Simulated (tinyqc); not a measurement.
Diamond against structures with more neighbours: Stillinger-Weber potential for a tetrahedral semiconductor. Computed by tinyqc, a small Python program. Command: `OMP_NUM_THREADS=1 python tinyqc.py 3014585 3014586 out.jsonl swsi walk`. One thread of a shared host (Intel(R) Xeon(R) Processor @ 2.30GHz), about 0.04 s of CPU time with the checks.

With x = r/sigma: pair term eps A (B x^-4 - 1) exp(1/(x - a)); for each pair of neighbours j, k of atom i, three-body term eps lambda exp(gamma/(x_ij - a) + gamma/(x_ik - a)) (cos theta_jik + 1/3)^2; both vanish beyond x = a. A = 7.049556277, B = 0.6022245584, a = 1.8.

Inputs (values chosen for the exercise, modelled on silicon):
```
quantity                    value      unit
energy scale eps            2.188        eV
length scale sigma          2.087  angstrom
three-body strength lambda     23         -
gamma                         1.2         -
```

Method. Each structure is relaxed in its neighbour distance d (lowest minimum for d between sigma and 1.7 sigma), with all neighbours inside the cut-off, second shells too where they fall inside.

Energies per atom (eV):
```
structure     first neighbours  d (angstrom)     pair  three-body    total  volume (angstrom^3)
diamond                      4        2.3426  -4.3760      0.0000  -4.3760               19.792
simple cubic                 6        2.6216  -5.5781      1.6260  -3.9521               18.019
bcc                          8        2.8166  -6.1464      2.2643  -3.8821               17.200
fcc                         12        2.9392  -6.0997      2.3414  -3.7583               17.955
```

The order is diamond < simple cubic < bcc < fcc, the lowest two 0.424 eV apart. Against diamond the pair energy changes by -1.20 (simple cubic), -1.77 (bcc), -1.72 (fcc) eV, while angles away from 109.47 degrees cost 1.63, 2.26, 2.34 eV; the bonds stretch to 2.94 angstrom in fcc to weaken that penalty.

Extremes, crossings and ranges named in words are read from the listed rows.
